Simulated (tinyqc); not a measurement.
WKB tunnelling through a gate dielectric with a two-band (Franz) dispersion: one step. The integrals by Simpson's rule. Four cases, with inputs chosen for the exercise.

Question. Weights 1, 4, 2, 4, 2, 4, 2, 4, 1 times a third of the spacing.

Give: integral of kappa dx.

Case 1.

kappa (1/angstrom):
```
x (angstrom)    u (eV)  parabolic     Franz
0.00000       1.590000   0.303004  0.257120
1.88813       1.391250   0.283434  0.246288
3.77625       1.192500   0.262409  0.233242
5.66437       0.993750   0.239546  0.217584
7.55250       0.795000   0.214256  0.198697
9.44063       0.596250   0.185551  0.175542
11.32875      0.397500   0.151502  0.146105
13.21687      0.198750   0.107128  0.105237
15.10500      0.000000   0.000000  0.000000
```

Answer.

integral of kappa dx: parabolic 3.035, Franz 2.764

Case 2.

kappa (1/angstrom):
```
x (angstrom)    u (eV)  parabolic     Franz
0.00000       2.150000   0.531181  0.428944
1.88851       1.881250   0.496875  0.414404
3.77703       1.612500   0.460016  0.395474
5.66554       1.343750   0.419936  0.371486
7.55405       1.075000   0.375602  0.341375
9.44257       0.806250   0.325281  0.303321
11.33108      0.537500   0.265591  0.253778
13.21959      0.268750   0.187801  0.183672
15.10811      0.000000   0.000000  0.000000
```

Answer.

integral of kappa dx: parabolic 5.321, Franz 4.722

Case 3.

kappa (1/angstrom):
```
x (angstrom)    u (eV)  parabolic     Franz
0.00000       1.440000   0.288357  0.250364
4.00000       1.390000   0.283307  0.247370
8.00000       1.340000   0.278165  0.244238
12.00000      1.290000   0.272926  0.240962
16.00000      1.240000   0.267584  0.237538
20.00000      1.190000   0.262134  0.233958
24.00000      1.140000   0.256568  0.230216
28.00000      1.090000   0.250878  0.226302
32.00000      1.040000   0.245057  0.222209
```

Answer.

integral of kappa dx: parabolic 8.553, Franz 7.588

Case 4.

kappa (1/angstrom):
```
x (angstrom)    u (eV)  parabolic     Franz
0.00000       1.460000   0.283677  0.245030
2.73750       1.277500   0.265356  0.234029
5.47500       1.095000   0.245672  0.221045
8.21250       0.912500   0.224267  0.205703
10.95000      0.730000   0.200590  0.187425
13.68750      0.547500   0.173716  0.165239
16.42500      0.365000   0.141839  0.137263
19.16250      0.182500   0.100295  0.098691
21.90000      0.000000   0.000000  0.000000
```

Answer.

integral of kappa dx: parabolic 4.119, Franz 3.788

Computed by tinyqc, one run a case: `OMP_NUM_THREADS=1 python tinyqc.py N N+1 out.jsonl` with N = 1451777, 1451922, 1451958, 1452019; one thread of a shared Intel(R) Xeon(R) Processor @ 2.30GHz, about 0.01 s a run at most.
